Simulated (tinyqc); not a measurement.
Born-von Karman spring model of a cubic crystal with one atom per cell: one step, computed by the program tinyqc. Command: `OMP_NUM_THREADS=1 python tinyqc.py 3006919 3006920 out.jsonl springs walk`. One thread of a shared host (Intel(R) Xeon(R) Processor @ 2.30GHz), about 0.1 s of CPU time with the checks.

First neighbours lie at a/2 (1,1,1) (8 of them), second at a (1,0,0) (6), with all permutations and signs; the volume per atom is Omega = a^3/2. Two shells of springs match a real metal only roughly, above all at the zone boundary.

Task: Frequencies and polarisations. Diagonalise D. An eigenvalue lambda of D in eV/(angstrom^2 u) gives nu = 15.6333042 THz x sqrt(lambda). Eigenvectors are columns, with the largest component positive; the longitudinal weight is (e.q)^2/q^2.

Inputs (values chosen for the exercise, modelled on sodium).

Lattice: bcc.

wave vector q (2 pi/a): 0.059  0.21  0.22

D(q) (eV/(angstrom^2 u)):
```
            x           y           z
x  0.01109647  0.00251372  0.00268091
y  0.00251372  0.01281458  0.01109044
z  0.00268091  0.01109044  0.01296872
```

Constants: nu for 1 eV/(angstrom^2 u) = 15.6333042 THz.

Give: eigenvalues; frequencies; polarisation vectors; longitudinal weights.

Result:

eigenvalues (eV/(angstrom^2 u)): 0.00180  0.01012  0.02496

frequencies (THz): 0.663  1.573  2.470

polarisation vectors:
```
    mode 1   mode 2  mode 3
x   0.0121   0.9665  0.2562
y   0.7081  -0.1892  0.6803
z  -0.7060  -0.1732  0.6867
```

longitudinal weights: 0.0004  0.0045  0.9951

Mode 3 is the most longitudinal, with weight 1.00.
